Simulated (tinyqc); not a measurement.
Stretching all distances: RHF, UHF, MP2, CISD and CCSD against full CI in the sto-3g basis, for BeH+, spin multiplicity 1. Computed by the program tinyqc with PySCF. Command: `OMP_NUM_THREADS=1 python tinyqc.py 110937 110938 out.jsonl`; one thread of a shared host (Intel(R) Xeon(R) Processor @ 2.60GHz), about 6 s.

Geometry (angstrom):
```
atom,x,y,z
Be,0.0000,0.0000,0.0000
H,0.0000,0.0000,1.1700
```

All coordinates are multiplied by the scale. c0^2 is the weight of the RHF determinant in the lowest singlet FCI state (UHF is spin-contaminated and may lie near states of higher spin) and n(LUMO) the first natural occupation beyond the occupied space.

Full CI energy (hartree) and errors against it (kcal/mol):
```
scale,distance 1-2 (angstrom),E(FCI),RHF,UHF,MP2,CISD,CCSD,<S^2> UHF,c0^2,n(LUMO)
0.870,1.018,-14.62601,9.534,9.534,2.813,0.006,4.88e-03,0.000,0.987,0.015
1.040,1.217,-14.67808,11.453,11.453,3.654,0.009,0.007,0.000,0.983,0.023
1.220,1.427,-14.68468,14.837,14.837,5.200,0.013,0.011,0.000,0.972,0.041
1.390,1.626,-14.67085,19.473,19.473,7.407,0.019,0.016,0.000,0.956,0.070
1.560,1.825,-14.65024,25.568,21.285,10.377,0.028,0.023,0.447,0.929,0.118
1.730,2.024,-14.62917,32.925,17.923,13.959,0.040,0.032,0.685,0.894,0.185
1.910,2.235,-14.60967,41.615,13.269,18.075,0.056,0.042,0.813,0.845,0.274
2.080,2.434,-14.59504,50.155,9.320,21.919,0.072,0.051,0.883,0.791,0.370
```

UHF parts from RHF first at scale 1.56 of those listed, where <S^2> leaves zero. The weight c0^2 goes from 0.99 to 0.79 and n(LUMO) from 0.01 to 0.37: static correlation grows as the bonds break into open-shell fragments. The spread of the error along the curve, which distorts its shape, is CCSD 0.0, CISD 0.1, UHF 12.0, MP2 19.1, RHF 40.6 kcal/mol.
